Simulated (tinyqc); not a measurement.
Worked calculation: UHF in the sto-3g basis, for H4, spin multiplicity 3. Computed by tinyqc, a small Python program that keeps every step (integrals from PySCF). Settings: charge = 0, multiplicity = 3, basis = sto-3g, energy threshold = 1e-10, iteration cap = 68, orthogonalisation = canonical, start = random, DIIS depth = 0, damping = 0.5, method = UHF. Command: `OMP_NUM_THREADS=1 python tinyqc.py 28452 28453 out.jsonl` (the two numbers bound the seeds that draw the settings). One thread of a shared host (Intel(R) Xeon(R) Processor @ 2.60GHz), about 0.1 s of CPU time with the checks. Later iterations appear only in the table of the cycle.

## One-electron integrals

Geometry (angstrom):
```
atom         x         y         z
H     0.000000  0.000000  0.000000
H     0.000000  0.000000  1.432000
H     0.000000  0.000000  2.597000
H     0.000000  0.000000  4.030000
```

Basis sto-3g: exponents (1/bohr^2) and contraction coefficients of normalised primitives:
```
element  l (shell)  exponent  coefficient
H            s (1)  3.425251     0.154329
H            s (1)  0.623914     0.535328
H            s (1)  0.168855     0.444635
```

Overlap, kinetic and nuclear-attraction integrals over the contracted functions; the nuclear repulsion is the sum of Za Zb / Rab.

nuclear repulsion = 1.73180648 hartree

overlap S:
```
          1H 1s     2H 1s     3H 1s     4H 1s
1H 1s  1.000000  0.282773  0.041186  0.001639
2H 1s  0.282773  1.000000  0.404911  0.041107
3H 1s  0.041186  0.404911  1.000000  0.282376
4H 1s  0.001639  0.041107  0.282376  1.000000
```

kinetic energy T (hartree):
```
           1H 1s      2H 1s      3H 1s      4H 1s
1H 1s   0.760032   0.016140  -0.010015  -0.001117
2H 1s   0.016140   0.760032   0.060959  -0.010008
3H 1s  -0.010015   0.060959   0.760032   0.016033
4H 1s  -0.001117  -0.010008   0.016033   0.760032
```

nuclear attraction V (hartree):
```
           1H 1s      2H 1s      3H 1s      4H 1s
1H 1s  -1.929225  -0.503575  -0.072033  -0.002775
2H 1s  -0.503575  -2.244786  -0.816979  -0.071880
3H 1s  -0.072033  -0.816979  -2.244616  -0.502715
4H 1s  -0.002775  -0.071880  -0.502715  -1.928898
```

core Hamiltonian H = T + V (hartree):
```
           1H 1s      2H 1s      3H 1s      4H 1s
1H 1s  -1.169193  -0.487436  -0.082048  -0.003893
2H 1s  -0.487436  -1.484754  -0.756020  -0.081888
3H 1s  -0.082048  -0.756020  -1.484584  -0.486682
4H 1s  -0.003893  -0.081888  -0.486682  -1.168867
```

## Two-electron integrals

Functions are numbered as in S; the eight-fold symmetry (ij|kl) = (ji|kl) = (kl|ij) leaves the list below.

Two-electron integrals (ij|kl) in chemists' order, unique and non-zero (hartree):
```
(11|11) 0.774606   (21|11) 0.154612   (21|21) 0.046085   (22|11) 0.360368
(22|21) 0.154612   (22|22) 0.774606   (31|11) 0.016492   (31|21) 0.005657
(31|22) 0.022879   (31|31) 0.000809   (32|11) 0.107521   (32|21) 0.045191
(32|22) 0.239783   (32|31) 0.007998   (32|32) 0.100741   (33|11) 0.203700
(33|21) 0.080931   (33|22) 0.427677   (33|31) 0.016492   (33|32) 0.239783
(33|33) 0.774606   (41|11) 0.000441   (41|21) 0.000172   (41|22) 0.000819
(41|31) 0.000029   (41|32) 0.000339   (41|33) 0.000819   (41|41) 1.21e-06
(42|11) 0.008215   (42|21) 0.003232   (42|22) 0.016455   (42|31) 0.000602
(42|32) 0.007981   (42|33) 0.022832   (42|41) 0.000029   (42|42) 0.000806
(43|11) 0.045509   (43|21) 0.016753   (43|22) 0.080799   (43|31) 0.003233
(43|32) 0.045116   (43|33) 0.154350   (43|41) 0.000172   (43|42) 0.005637
(43|43) 0.045945   (44|11) 0.131309   (44|21) 0.045566   (44|22) 0.203622
(44|31) 0.008229   (44|32) 0.107468   (44|33) 0.360147   (44|41) 0.000441
(44|42) 0.016455   (44|43) 0.154350   (44|44) 0.774606
```

## Orthogonalisation

S = U s U^T; canonical form X = U s^(-1/2), so that X^T S X = 1. Each column of U has its largest component positive (the first on a tie).

eigenvalues of S: 0.482170  0.821893  1.111279  1.584658

X:
```
               1          2          3         4
1H 1s  -0.431873   0.681846  -0.607352  0.272921
2H 1s   0.922685  -0.378212  -0.283957  0.491195
3H 1s  -0.922147  -0.379043   0.284402  0.490990
4H 1s   0.430974   0.681962   0.607842  0.272437
```

## Starting guess

The start is random orthonormal orbitals; D(s) = C_occ C_occ^T for each spin.

D(alpha) at the start:
```
           1H 1s      2H 1s      3H 1s      4H 1s
1H 1s   0.340207  -0.041386  -0.438772  -0.101720
2H 1s  -0.041386   1.190203  -0.326401   0.136006
3H 1s  -0.438772  -0.326401   0.929770  -0.410638
4H 1s  -0.101720   0.136006  -0.410638   1.084756
```

D(beta) at the start:
```
           1H 1s      2H 1s      3H 1s      4H 1s
1H 1s   0.169525   0.288916  -0.349746   0.047789
2H 1s   0.288916   0.492392  -0.596062   0.081446
3H 1s  -0.349746  -0.596062   0.721559  -0.098594
4H 1s   0.047789   0.081446  -0.098594   0.013472
```

## Iteration 1: building the Fock matrix

J_ij = sum D_kl (ij|kl) with D = D(alpha) + D(beta), K_ij = sum D_kl (ik|jl) for each spin; F = H + J - K(s); E = tr D H + tr D J / 2 - 0.5 sum_s tr D(s) K(s) + E_nn.

Coulomb J (hartree):
```
          1H 1s     2H 1s     3H 1s     4H 1s
1H 1s  1.291120  0.437488  0.066906  0.002690
2H 1s  0.437488  1.939754  0.753636  0.068182
3H 1s  0.066906  0.753636  1.922409  0.459142
4H 1s  0.002690  0.068182  0.459142  1.516179
```

exchange K(alpha) (hartree):
```
           1H 1s     2H 1s      3H 1s      4H 1s
1H 1s   0.288101  0.154699  -0.052498  -0.029118
2H 1s   0.154699  0.820435   0.284468   0.019517
3H 1s  -0.052498  0.284468   0.603407   0.144227
4H 1s  -0.029118  0.019517   0.144227   0.757726
```

exchange K(beta) (hartree):
```
           1H 1s      2H 1s      3H 1s      4H 1s
1H 1s   0.225716   0.146023  -0.051716  -0.010683
2H 1s   0.146023   0.235216  -0.032925  -0.009142
3H 1s  -0.051716  -0.032925   0.293740   0.045315
4H 1s  -0.010683  -0.009142   0.045315   0.009447
```

F(alpha) (hartree):
```
           1H 1s      2H 1s      3H 1s      4H 1s
1H 1s  -0.166175  -0.204647   0.037356   0.027915
2H 1s  -0.204647  -0.365435  -0.286852  -0.033223
3H 1s   0.037356  -0.286852  -0.165582  -0.171767
4H 1s   0.027915  -0.033223  -0.171767  -0.410414
```

F(beta) (hartree):
```
           1H 1s      2H 1s      3H 1s      4H 1s
1H 1s  -0.103789  -0.195971   0.036574   0.009481
2H 1s  -0.195971   0.219784   0.030541  -0.004564
3H 1s   0.036574   0.030541   0.144084  -0.072855
4H 1s   0.009481  -0.004564  -0.072855   0.337865
```

total energy of this density = -1.18844153 hartree

This density is the starting one.

## Iteration 1: diagonalisation and new density

Diagonalise F' = X^T F X, C = X C', fill 3 alpha and 1 beta electrons from the bottom; D(s) = C_occ C_occ^T; the new density keeps 0.5 of the old one (damping). Each column has its largest component positive (the first on a tie).

F' = X^T F X (alpha) (hartree):
```
           1          2          3          4
1   0.221561  -0.060741  -0.010373  -0.153298
2  -0.060741  -0.208297  -0.093930   0.022330
3  -0.010373  -0.093930  -0.361484  -0.015887
4  -0.153298   0.022330  -0.015887  -0.404837
```

orbital energies (alpha) (hartree): MO1 -0.445301, MO2 -0.403683, MO3 -0.169901, MO4 0.265827

coefficients C (alpha):
```
            MO1        MO2        MO3        MO4
1H 1s  0.031436  -0.292685   0.821616   0.577135
2H 1s  0.538266  -0.579487  -0.071161  -0.828068
3H 1s  0.296819  -0.061014  -0.574349   0.945665
4H 1s  0.595928   0.712729   0.399691  -0.267656
```

F' = X^T F X (beta) (hartree):
```
           1          2         3          4
1   0.537122  -0.013228  0.108640   0.062315
2  -0.013228   0.300781  0.204138  -0.086894
3   0.108640   0.204138  0.000146   0.099817
4   0.062315  -0.086894  0.099817   0.057797
```

orbital energies (beta) (hartree): MO1 -0.179530, MO2 0.099843, MO3 0.402998, MO4 0.572536

coefficients C (beta):
```
             MO1       MO2        MO3        MO4
1H 1s   0.846012  0.014107   0.409779  -0.459278
2H 1s   0.368435  0.116761  -0.659582   0.855494
3H 1s  -0.234396  0.796781  -0.164410  -0.774049
4H 1s  -0.028027  0.341959   0.740624   0.654415
```

D(alpha) after iteration 1:
```
           1H 1s      2H 1s      3H 1s      4H 1s
1H 1s   0.550956   0.043338  -0.441739   0.018400
2H 1s   0.043338   0.910401  -0.045203   0.007657
3H 1s  -0.441739  -0.045203   0.675735  -0.253402
4H 1s   0.018400   0.007657  -0.253402   1.053810
```

D(beta) after iteration 1:
```
           1H 1s      2H 1s      3H 1s      4H 1s
1H 1s   0.442630   0.300308  -0.274024   0.012039
2H 1s   0.300308   0.314068  -0.341211   0.035560
3H 1s  -0.274024  -0.341211   0.388250  -0.046012
4H 1s   0.012039   0.035560  -0.046012   0.007129
```

## Iteration 2: building the Fock matrix

As before.

Coulomb J (hartree):
```
          1H 1s     2H 1s     3H 1s     4H 1s
1H 1s  1.539987  0.456298  0.065343  0.002494
2H 1s  0.456298  1.818899  0.685031  0.061949
3H 1s  0.065343  0.685031  1.688633  0.417139
4H 1s  0.002494  0.061949  0.417139  1.430299
```

exchange K(alpha) (hartree):
```
           1H 1s     2H 1s      3H 1s      4H 1s
1H 1s   0.467602  0.195867  -0.027959  -0.014066
2H 1s   0.195867  0.747640   0.312948   0.025259
3H 1s  -0.027959  0.312948   0.551037   0.167533
4H 1s  -0.014066  0.025259   0.167533   0.769453
```

exchange K(beta) (hartree):
```
           1H 1s      2H 1s      3H 1s      4H 1s
1H 1s   0.437636   0.188123  -0.023529  -0.010598
2H 1s   0.188123   0.207771  -0.013041  -0.008268
3H 1s  -0.023529  -0.013041   0.154281   0.024972
4H 1s  -0.010598  -0.008268   0.024972   0.006667
```

F(alpha) (hartree):
```
           1H 1s      2H 1s      3H 1s      4H 1s
1H 1s  -0.096807  -0.227006   0.011254   0.012668
2H 1s  -0.227006  -0.413495  -0.383937  -0.045198
3H 1s   0.011254  -0.383937  -0.346989  -0.237076
4H 1s   0.012668  -0.045198  -0.237076  -0.508021
```

F(beta) (hartree):
```
           1H 1s      2H 1s      3H 1s      4H 1s
1H 1s  -0.066842  -0.219261   0.006824   0.009199
2H 1s  -0.219261   0.126374  -0.057948  -0.011671
3H 1s   0.006824  -0.057948   0.049767  -0.094515
4H 1s   0.009199  -0.011671  -0.094515   0.254766
```

total energy of this density = -1.40805110 hartree

This density is a damped mixture and is not idempotent.

## Iteration 2: diagonalisation and new density

As before.

F' = X^T F X (alpha) (hartree):
```
           1          2          3          4
1   0.231496  -0.115810   0.021242  -0.104330
2  -0.115810  -0.231431  -0.153159   0.061107
3   0.021242  -0.153159  -0.380710  -0.075250
4  -0.104330   0.061107  -0.075250  -0.545005
```

orbital energies (alpha) (hartree): MO1 -0.584471, MO2 -0.467456, MO3 -0.156213, MO4 0.282491

coefficients C (alpha):
```
            MO1        MO2        MO3        MO4
1H 1s  0.009972  -0.156459   0.766557  -0.694695
2H 1s  0.449075  -0.559825   0.211694   0.869718
3H 1s  0.439941  -0.183287  -0.650613  -0.815809
4H 1s  0.537119   0.781536   0.361686   0.253757
```

F' = X^T F X (beta) (hartree):
```
           1          2          3          4
1   0.525968  -0.039590   0.103085   0.059003
2  -0.039590   0.269019   0.144861  -0.046691
3   0.103085   0.144861  -0.020380   0.085366
4   0.059003  -0.046691   0.085366  -0.055532
```

orbital energies (beta) (hartree): MO1 -0.168684, MO2 0.003578, MO3 0.329370, MO4 0.554812

coefficients C (beta):
```
             MO1        MO2        MO3        MO4
1H 1s   0.783608  -0.182941   0.395996  -0.538950
2H 1s   0.457950   0.096555  -0.473098   0.934576
3H 1s  -0.075563   0.814211  -0.256826  -0.762479
4H 1s  -0.020778   0.320876   0.851371   0.516021
```

D(alpha) after iteration 2:
```
           1H 1s      2H 1s      3H 1s      4H 1s
1H 1s   0.581572   0.148840  -0.453703   0.089365
2H 1s   0.148840   0.735144   0.058621  -0.056047
3H 1s  -0.453703   0.058621   0.663087  -0.197832
4H 1s   0.089365  -0.056047  -0.197832   1.041961
```

D(beta) after iteration 2:
```
           1H 1s      2H 1s      3H 1s      4H 1s
1H 1s   0.528336   0.329581  -0.166618  -0.002121
2H 1s   0.329581   0.261893  -0.187907   0.013022
3H 1s  -0.166618  -0.187907   0.196980  -0.022221
4H 1s  -0.002121   0.013022  -0.022221   0.003780
```

## Iteration 3: building the Fock matrix

As before.

Coulomb J (hartree):
```
          1H 1s     2H 1s     3H 1s     4H 1s
1H 1s  1.610572  0.460786  0.064775  0.002434
2H 1s  0.460786  1.773774  0.663811  0.060106
3H 1s  0.064775  0.663811  1.620556  0.404909
4H 1s  0.002434  0.060106  0.404909  1.404880
```

exchange K(alpha) (hartree):
```
           1H 1s     2H 1s      3H 1s      4H 1s
1H 1s   0.516678  0.222387  -0.014490  -0.005643
2H 1s   0.222387  0.692595   0.328330   0.027553
3H 1s  -0.014490  0.328330   0.586013   0.185417
4H 1s  -0.005643  0.027553   0.185417   0.775846
```

exchange K(beta) (hartree):
```
           1H 1s      2H 1s     3H 1s      4H 1s
1H 1s   0.515775   0.226079  0.010349  -0.006238
2H 1s   0.226079   0.243860  0.020973  -0.004794
3H 1s   0.010349   0.020973  0.083530   0.012391
4H 1s  -0.006238  -0.004794  0.012391   0.003600
```

F(alpha) (hartree):
```
           1H 1s      2H 1s      3H 1s      4H 1s
1H 1s  -0.075300  -0.249037  -0.002783   0.004184
2H 1s  -0.249037  -0.403575  -0.420538  -0.049335
3H 1s  -0.002783  -0.420538  -0.450041  -0.267189
4H 1s   0.004184  -0.049335  -0.267189  -0.539832
```

F(beta) (hartree):
```
           1H 1s      2H 1s      3H 1s      4H 1s
1H 1s  -0.074397  -0.252729  -0.027623   0.004780
2H 1s  -0.252729   0.045160  -0.113182  -0.016989
3H 1s  -0.027623  -0.113182   0.052442  -0.094164
4H 1s   0.004780  -0.016989  -0.094164   0.232413
```

total energy of this density = -1.54993488 hartree

This density is a damped mixture and is not idempotent.

## Iteration 3: diagonalisation and new density

As before.

F' = X^T F X (alpha) (hartree):
```
           1          2          3          4
1   0.242878  -0.159938   0.043117  -0.054536
2  -0.159938  -0.231675  -0.166981   0.070707
3   0.043117  -0.166981  -0.391622  -0.100730
4  -0.054536   0.070707  -0.100730  -0.605962
```

orbital energies (alpha) (hartree): MO1 -0.647252, MO2 -0.485716, MO3 -0.165981, MO4 0.312569

coefficients C (alpha):
```
            MO1        MO2        MO3        MO4
1H 1s  0.018776  -0.141498   0.723072  -0.742687
2H 1s  0.390788  -0.518624   0.319077   0.890393
3H 1s  0.522505  -0.226231  -0.672508  -0.734523
4H 1s  0.492399   0.812050   0.368662   0.238141
```

F' = X^T F X (beta) (hartree):
```
           1          2          3          4
1   0.543904  -0.027862   0.086289   0.031416
2  -0.027862   0.261561   0.116131  -0.035638
3   0.086289   0.116131  -0.023260   0.113733
4   0.031416  -0.035638   0.113733  -0.123537
```

orbital energies (beta) (hartree): MO1 -0.218116, MO2 0.013205, MO3 0.302920, MO4 0.560660

coefficients C (beta):
```
            MO1        MO2        MO3        MO4
1H 1s  0.693498  -0.371304   0.446573  -0.525888
2H 1s  0.512553   0.049426  -0.458208   0.917163
3H 1s  0.095862   0.764453  -0.245260  -0.813790
4H 1s  0.008150   0.353395   0.843557   0.507899
```

D(alpha) after iteration 3:
```
           1H 1s      2H 1s      3H 1s      4H 1s
1H 1s   0.562389   0.230139  -0.449077   0.125138
2H 1s   0.230139   0.629320   0.082778  -0.083570
3H 1s  -0.449077   0.082778   0.719773  -0.186095
4H 1s   0.125138  -0.083570  -0.186095   1.039877
```

D(beta) after iteration 3:
```
           1H 1s      2H 1s      3H 1s      4H 1s
1H 1s   0.504637   0.342518  -0.050069   0.001765
2H 1s   0.342518   0.262302  -0.069387   0.008600
3H 1s  -0.050069  -0.069387   0.103085  -0.010720
4H 1s   0.001765   0.008600  -0.010720   0.001923
```

## Convergence

Stop when the energy changes by less than 1e-10 hartree and every element of the error matrix X^T (F D S - S D F) X (for each spin) is below 3e-06.

Course of the cycle:
```
iteration  E (hartree)     change  largest element of the error matrix
1          -1.18844153          -                             2.77e-01
2          -1.40805110  -2.20e-01                             1.87e-01
3          -1.54993488  -1.42e-01                             1.43e-01
4          -1.65521443  -1.05e-01                             1.09e-01
5          -1.72781820  -7.26e-02                             8.53e-02
6          -1.77682475  -4.90e-02                             6.87e-02
7          -1.81201241  -3.52e-02                             5.69e-02
8          -1.83959409  -2.76e-02                             5.14e-02
9          -1.86233123  -2.27e-02                             5.00e-02
10         -1.88098968  -1.87e-02                             4.68e-02
11         -1.89570748  -1.47e-02                             4.16e-02
12         -1.90673789  -1.10e-02                             3.51e-02
13         -1.91460807  -7.87e-03                             2.86e-02
14         -1.91999470  -5.39e-03                             2.26e-02
...                ...        ...                                  ...
55         -1.93088715  -9.10e-06                             1.44e-03
56         -1.93089581  -8.67e-06                             1.40e-03
57         -1.93090408  -8.26e-06                             1.37e-03
58         -1.93091196  -7.88e-06                             1.34e-03
59         -1.93091948  -7.52e-06                             1.31e-03
60         -1.93092667  -7.19e-06                             1.28e-03
61         -1.93093354  -6.87e-06                             1.25e-03
62         -1.93094011  -6.57e-06                             1.23e-03
63         -1.93094640  -6.29e-06                             1.20e-03
64         -1.93095243  -6.03e-06                             1.17e-03
65         -1.93095821  -5.78e-06                             1.15e-03
66         -1.93096375  -5.54e-06                             1.13e-03
67         -1.93096907  -5.32e-06                             1.10e-03
68         -1.93097418  -5.11e-06                             1.08e-03
```

PySCF UHF in the same basis, after a stability check = -1.93115827 hartree

Not converged within the cap of 68 iterations: the residual falls steadily but slowly, by a factor of about 0.98 a step. Reruns (cap 100 unless said): DIIS 8: converged in 21; level shift 0.5: not converged; atomic densities as start, DIIS 8: converged in 14; the original settings with a cap of 400: not converged.
